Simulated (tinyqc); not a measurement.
Comparisons within one model: Landau levels of a parabolic two-dimensional band. A value that a table varies takes the place of the one given here.

E(N, s) = (N + 1/2) hbar wc + s gs muB B with s = +/-1/2.

In a field B along z: l = 1/sqrt((e/hbar) B) is the magnetic length, n_B = B/(h/e) the number of states per area in one level, hbar wc = 2 muB B/m for mass m in m0; 1/angstrom^2 = 1e16/cm^2.

Each listed level takes n_B electrons. At zero temperature and without broadening EF sits in the partly filled level.

Constants: hbar^2/2m0 = 3.80998211 eV angstrom^2; e/hbar = 1.519267448e-05 1/(T angstrom^2); h/e = 413566.7697 T angstrom^2; muB = 5.788381798e-05 eV/T.

Parameters, chosen for this exercise (near those of a two-dimensional electron gas in InGaAs; not measured data): m = 0.0413 m0 (mass); gs = -4.31 (g factor); gv = 1 (valleys); Bs = (2, 4, 6, 8, 10, 12, 15) T (fields); n = 4 x 1e11/cm^2 (electron sheet density); Bo = (2.9, 3.25, 3.7, 4.28, 5.09, 6.27, 8.17, 11.7, 20.7) T (fields); tilt = (0, 30, 50, 60, 68, 74, 80) degrees (tilt angles); Bp = 1.9 T (perpendicular component, kept fixed); B = 1.9 T (magnetic field).

## The fan of levels

The four lowest levels against B, with their labels in order.

Levels (meV):
```
B (T)  first  second  third  fourth        order
2.00    2.55    3.05   8.16    8.66  0+ 0- 1+ 1-
4.00    5.11    6.11  16.32   17.32  0+ 0- 1+ 1-
6.00    7.66    9.16  24.48   25.98  0+ 0- 1+ 1-
8.00   10.21   12.21  32.64   34.64  0+ 0- 1+ 1-
10.0   12.77   15.26  40.80   43.29  0+ 0- 1+ 1-
12.0   15.32   18.32  48.96   51.95  0+ 0- 1+ 1-
15.0   19.15   22.89  61.20   64.94  0+ 0- 1+ 1-
```

The fourth level grows as B^1.00 over the first two rows and B^1.00 over the last two (1 for a parabolic band without a fixed offset such as a valley splitting, 1/2 for massless Dirac electrons). The order of the levels does not change. The Zeeman gap is |gs| m/2 = 0.089 of hbar wc at every field.

## Oscillation of the Fermi level

Fixed density, zero temperature, no broadening. At B = 0, EF = 2 pi c n/(m gv) with c = hbar^2/2m0.

Filling:
```
B (T)    nu  partly filled level  EF (meV)  filled share
2.90   5.70                   2-     20.68          0.70
3.25   5.09                   2-     23.18          0.09
3.70   4.47                   2+     25.47          0.47
4.28   3.87                   1-     18.53          0.87
5.09   3.25                   1-     22.04          0.25
6.27   2.64                   1+     25.58          0.64
8.17   2.02                   1+     33.33          0.02
11.7   1.41                   0-     17.86          0.41
20.7   0.80                   0+     26.43          0.80
```

EF at B = 0 = 23.19 meV

EF runs between 17.9 and 33.3 meV around its zero-field value of 23.2 meV. It follows a level while that level empties and falls to the next one down when nu passes a filled shell; the partly filled level changes 5 times in this table.

## Tilting the field

The cyclotron gap follows Bp, the Zeeman gap the total field Bp/cos(theta): i = |gs| muB B/(hbar wc) = |gs| m/(2 cos theta). With f the fractional part of i the gaps alternate between f and 1 - f of hbar wc. The layer is taken as strictly two-dimensional and valley splitting is left out.

Gaps:
```
theta (degrees)  B total (T)      i  f hbar wc (meV)  (1 - f) hbar wc (meV)
0                       1.90  0.089            0.474                  4.852
30                      2.19  0.103            0.547                  4.779
50                      2.96  0.138            0.737                  4.588
60                      3.80  0.178            0.948                  4.378
68                      5.07  0.238            1.265                  4.061
74                      6.89  0.323            1.720                  3.606
80                     10.94  0.513            2.730                  2.596
```

i = 1/2 (equal gaps) falls at theta = 79.7 degrees. i = 1 (levels of opposite spin coincide) falls at theta = 84.9 degrees. Over the table i grows from 0.089 to 0.513.

## What each parameter does

The second and third levels from below, nu = n/n_B, and EF. Each row changes one parameter from the base and keeps the others.

Results:
```
case                 second level (meV)  third level (meV)     nu  EF (meV)
base                               2.90               7.75   8.71     23.73
B = 1.61 T                         2.46               6.57  10.27     24.62
m = 0.0351 m0                      3.37               9.16   8.71     27.96
gs = -3.66                         2.86               7.79   8.71     23.77
n = 3.4 x 1e11/cm^2                2.90               7.75   7.40     18.88
```

The largest shifts from the base row, up to three for each result and ties (the steps differ in size, so this ranks the rows, not the parameters). second level (meV): m +0.47, B -0.44, gs -0.04; unchanged at the printed digits by n. third level (meV): m +1.41, B -1.18, gs +0.04; unchanged at the printed digits by n. nu: B +1.57, n -1.31; unchanged at the printed digits by m and gs. EF (meV): n -4.85, m +4.23, B +0.89.

(tinyqc, `OMP_NUM_THREADS=1 python tinyqc.py 1250390 1250391 out.jsonl`, Intel(R) Xeon(R) Processor @ 2.30GHz, 1 thread, shared host, about 0.01 s.)
